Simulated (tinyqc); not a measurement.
Lattice vibrations of a chain, step by step. Computed by tinyqc, a small Python program that keeps every step. Command: `OMP_NUM_THREADS=1 python tinyqc.py 20827 20828 out.jsonl` (the two numbers bound the seeds that draw the settings). One thread of a shared host (Intel(R) Xeon(R) Processor @ 2.60GHz), about 0.01 s of CPU time with the checks.

## Dynamical matrix at q = 0.16

A chain moving along its axis:
```
atom,mass (u),spring to the next atom (eV/angstrom^2)
1,56.600000,16.700000
2,5.200000,10.300000
3,3.600000,9.200000
```

q is in units of 2 pi/a. A spring k from atom i to atom j, n cells on, adds k to Phi_ii and Phi_jj, -k exp(2 pi i q n) to Phi_ij and the conjugate to Phi_ji (for one atom a cell: 2k (1 - cos 2 pi q n)); D_ij = Phi_ij / sqrt(m_i m_j).

D(q) (eV/(angstrom^2 u)):
```
,1,2,3
1,0.457597,-0.973434,-0.345345+0.544176i
2,-0.973434,5.192308,-2.380588
3,-0.345345-0.544176i,-2.380588,5.416667
```

## Frequencies

omega^2 are the eigenvalues; wavenumber = 521.4708 sqrt(eigenvalue) 1/cm.

eigenvalues: 0.054702  3.276985  7.734885

wavenumbers (1/cm): 122.0  944.0  1450.3

weights |e|^2 of the mass-weighted modes:
```
,mode 1,mode 2,mode 3
atom 1,0.884140,0.109228,0.006632
atom 2,0.070508,0.448880,0.480612
atom 3,0.045351,0.441892,0.512756
```

## Dispersion and heat capacity

C/k_B per atom = mean over q = (j + 1/2)/80, j = 0..39 and all branches of y^2 e^y/(e^y - 1)^2, y = hc wavenumber / k_B T.

Wavenumbers (1/cm):
```
q,branch 1,branch 2,branch 3
0.000000,0.000000,957.688121,1446.439244
0.062500,48.905364,955.468210,1447.080436
0.125000,96.455455,949.090855,1448.887821
0.187500,141.220589,939.378635,1451.543161
0.250000,181.633765,927.627687,1454.602720
0.312500,215.963557,915.505098,1457.588138
0.375000,242.369617,904.888155,1460.064183
0.437500,259.099906,897.595246,1461.691841
0.500000,264.841457,894.992860,1462.258461
```

Heat capacity:
```
T (K),C/k_B per atom
20,0.039143
50,0.104491
100,0.208480
200,0.310326
300,0.407242
600,0.684197
1200,0.893308
```

zero-point energy per atom = 52.625993 meV
